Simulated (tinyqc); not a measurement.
Worked calculation: Hubbard chain of 2 sites. Computed by tinyqc, a small Python program that keeps every step. Settings: hopping = 1.86, U = 7.2, mixing = 1, iteration cap = 54. Command: `OMP_NUM_THREADS=1 python tinyqc.py 25537 25538 out.jsonl` (the two numbers bound the seeds that draw the settings). One thread of a shared host (Intel(R) Xeon(R) Processor @ 2.60GHz), about 0.1 s of CPU time with the checks.

one-body matrix (hopping and site energies) (eV), order 1, 2:
$$\begin{pmatrix}
-0.640000 & -1.860000 \\
-1.860000 & 0.500000
\end{pmatrix}$$

U = 7.200000 eV

electrons, up and down: [1, 1]

n(up) at the start (a guess, not normalised): 1 0.500000, 2 0.500000

n(down) at the start (a guess): 1 0.500000, 2 0.500000

Each step fills the lowest levels of T + U n(other spin) and sets n(new) = n + mixing (n(out) - n); stop when output and input agree to 1e-8.

Course of the cycle:
```
iteration       E (eV)  largest |n(out) - n(in)|  mean |n_up - n_down|
1          -0.12169764                  1.47e-01              0.000000
2           0.37682071                  2.73e-01              0.000000
3           1.23166479                  4.37e-01              0.000000
4           3.05967068                  6.45e-01              0.000000
5           3.10940919                  7.58e-01              0.000000
6           4.44737308                  8.24e-01              0.000000
7           3.48117261                  8.40e-01              0.000000
8           4.60281061                  8.47e-01              0.000000
9           3.51314088                  8.48e-01              0.000000
10          4.61501309                  8.49e-01              0.000000
11          3.51558477                  8.49e-01              0.000000
...                ...                       ...                   ...
44          4.61601455                  8.49e-01              0.000000
45          3.51578492                  8.49e-01              0.000000
46          4.61601455                  8.49e-01              0.000000
47          3.51578492                  8.49e-01              0.000000
48          4.61601455                  8.49e-01              0.000000
49          3.51578492                  8.49e-01              0.000000
50          4.61601455                  8.49e-01              0.000000
51          3.51578492                  8.49e-01              0.000000
52          4.61601455                  8.49e-01              0.000000
53          3.51578492                  8.49e-01              0.000000
54          4.61601455                  8.49e-01              0.000000
```

Can the last value be used, and what does the course show?

Not by the stop rule. Not converged within 54 iterations: the residual has stopped falling: the iteration swings between two states. The lowest mean-field energy found from random starts is -1.12032 eV. Reruns (cap 100 unless said): mixing 0.2: converged in 21 to a higher stationary point (E = -0.31945); mixing 0.5: converged in 22 to a higher stationary point (E = -0.31945); mixing 0.9: not converged; the original settings with a cap of 400: not converged.
